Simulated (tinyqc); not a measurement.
# Square on-chip spiral inductor, lumped pi model: quality factor against frequency

Outer diameter do = di + 2 n wd + 2 (n - 1) sp, mean da = (do + di)/2, fill p = (do - di)/(do + di), length l = 4 n da. L = 2.34 mu0 n^2 da/(1 + 2.75 p), mu0 = 4 pi 1e-7 H/m. Rs = rho l/(wd delta (1 - exp(-th/delta))), delta = sqrt(rho/(pi f mu0)). Cs = n wd^2 eps0 eo/hu across the coil. At each end Cox = l wd eps0 eo/(2 ho) leads to the substrate branch Rsi = 2 rs he/(l wd) in parallel with Csi = l wd eps0 11.7/(2 he). With one end grounded Y = 1/(Rs + i w L) + i w Cs + 1/[1/(i w Cox) + 1/(1/Rsi + i w Csi)], w = 2 pi f; Q = -Im Y/Re Y. Eddy currents in neighbouring turns and in the substrate are left out.

Apparent inductance Im(1/Y)/w; share of the loss Re(substrate branch)/Re Y.

Inputs (values chosen for the exercise); values of the order met in silicon radio-frequency processes: number of turns n = 1.5; line width wd = 8 um; space between turns sp = 2 um; inner diameter di = 80 um; metal thickness th = 3.4 um; metal resistivity rho = 2.2 uohm cm; oxide below the coil ho = 4.1 um; oxide between coil and underpass hu = 0.9 um; relative permittivity of the oxide eo = 3; substrate resistivity rs = 1 ohm cm; effective spreading depth in the substrate he = 30 um.

Constants: eps0 = 8.8541878128e-12 F/m. Results are converted to the units shown.

Result of one run:

| f (GHz) | Rs (ohm) | w L/Rs | Q | apparent inductance (nH) | loss in the substrate (%) |
|---|---|---|---|---|---|
| 3.2 | 1.2585 | 7.1006 | 7.0730 | 0.44580 | 0.073208 |

What becomes of these results when the frequency f is changed from 3.2 to 1.2 GHz, all else the same?

Result of the changed run:

| f (GHz) | Rs (ohm) | w L/Rs | Q | apparent inductance (nH) | loss in the substrate (%) |
|---|---|---|---|---|---|
| 1.2 | 0.89732 | 3.7346 | 3.7328 | 0.44463 | 0.0021418 |

The whole series:

| f (GHz) | Rs (ohm) | w L/Rs | Q | apparent inductance (nH) | loss in the substrate (%) |
|---|---|---|---|---|---|
| 1.2 | 0.89732 | 3.7346 | 3.7328 | 0.44463 | 0.0021418 |
| 1.9 | 1.0387 | 5.1084 | 5.1020 | 0.44492 | 0.011257 |
| 3.2 | 1.2585 | 7.1006 | 7.0730 | 0.44580 | 0.073208 |
| 5.2 | 1.5400 | 9.4295 | 9.3134 | 0.44803 | 0.40986 |
| 8.5 | 1.9240 | 12.337 | 11.797 | 0.45407 | 2.2527 |
| 14 | 2.4434 | 16.001 | 13.370 | 0.47083 | 11.332 |
| 23 | 3.1206 | 20.583 | 10.599 | 0.51778 | 39.619 |
| 37 | 3.9546 | 26.128 | 4.5509 | 0.64573 | 73.511 |
| 60 | 5.0352 | 33.277 | 0.73357 | 0.65033 | 90.789 |

Q goes from 3.73 through a maximum of 13.4 (at f = 14 GHz among the rows listed) to 0.734; the exact peak is 13.4 at 14.1 GHz and Q reaches zero at the self-resonance, 71.1 GHz. The share of the substrate rises from 0.00214 to 90.8 %, and the apparent inductance ends at 1.46 times L. At the peak the substrate takes 11.6 % of the loss. For f = 60 the coil is longer than 0.15 of a wavelength in the oxide, where one lumped section is rough.

tinyqc, about 0.01 s, one thread, Intel Xeon 2.30GHz (shared host): `OMP_NUM_THREADS=1 python tinyqc.py 2302140 2302141 out.jsonl`
